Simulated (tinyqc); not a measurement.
Internal photoemission over an interface barrier: one step of the calculation.

Electrons are excited from a metal over the barrier Phi(F) = P0 - sqrt(q F/(4 pi eps0 ei)), whose top lies at xm = sqrt(q/(16 pi eps0 ei F)). The yield is Y = A (hv - Phi)^p exp(-xm/l), with A = 1 here.

Question. Barrier in the field. Lowering P0 - Phi, barrier, position of its top, scattering factor and threshold wavelength.

Parameters, values chosen for the exercise; dielectric values close to those of silicon nitride:
- P0 = 1.78 eV (barrier at zero field)
- ei = 4.17 (image-force permittivity)
- l = 3.6 nm (scattering length in the image well)
- F = 1.3 MV/cm (field in the dielectric)

Constants: q = 1.602176634e-19 C, h = 6.62607015e-34 J s, c = 299792458 m/s, eps0 = 8.8541878128e-14 F/cm where lengths are in cm. Results are converted to the units shown.

Wanted: lowering; Phi; xm; exp(-xm/l); threshold wavelength h c/(q Phi).

Answer.

lowering = 211.87 meV
Phi = 1.5681 eV
xm = 0.81490 nm
exp(-xm/l) = 0.79743
threshold wavelength h c/(q Phi) = 790.65 nm

Computed by the program tinyqc: `OMP_NUM_THREADS=1 python tinyqc.py 2410038 2410039 out.jsonl`, one thread of a shared Intel Xeon 2.30GHz, about 0.01 s for the whole run.
